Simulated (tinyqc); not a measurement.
Rapid thermal processing of a wafer: radiative balance, ramp and cooling, pattern effects, pyrometer error and spike budget: one step, computed by the program tinyqc. Command: `OMP_NUM_THREADS=1 python tinyqc.py 3111513 3111514 out.jsonl rtp walk`. One thread of a shared host (Intel(R) Xeon(R) Processor @ 2.30GHz), about 0.04 s of CPU time with the checks.

The wafer is opaque and uniform through its thickness unless said otherwise; temperatures in formulas are in kelvin (C + 273.15). sigma = 5.670374419e-12 W/(cm^2 K^4).

Question. Pyrometer error. Signal proportional to eps/(exp(c2/(lambda T)) - 1), c2 = h c/k_B. If the assumed emissivity is too high by the given error, the reading T' solves (1 + error)/(exp(c2/(lambda T')) - 1) = 1/(exp(c2/(lambda T)) - 1). Wien estimate: T' - T = -lambda T^2 ln(1 + error)/c2. Process rates go as exp(-E_a/(k_B T)).

Inputs (values chosen for the exercise, modelled on a hot silicon wafer):
```
quantity,value,unit
process temperature,757,C
starting temperature,550,C
pyrometer wavelength,2.3,micrometre
error of the assumed emissivity,3.7,%
activation energy of the process E_a,4,eV
```

Constants: h = 6.62607015e-34 J s; c = 299792458 m/s; k_B = 1.380649e-23 J/K; k_B = 8.617333262e-05 eV/K.

Give: c2; c2/(lambda T); reading less true temperature; Wien estimate; rate at T over rate at T', less 1.

Answer.

c2 = 14388 micrometre K

c2/(lambda T) = 6.0725

reading less true temperature = -6.1130 K

Wien estimate = -6.1634 K

rate at T over rate at T', less 1 = 30.863 %

Caution: below about 600 C lightly doped silicon is partly transparent at this wavelength, so its emissivity is not yet the hot value early in the ramp.
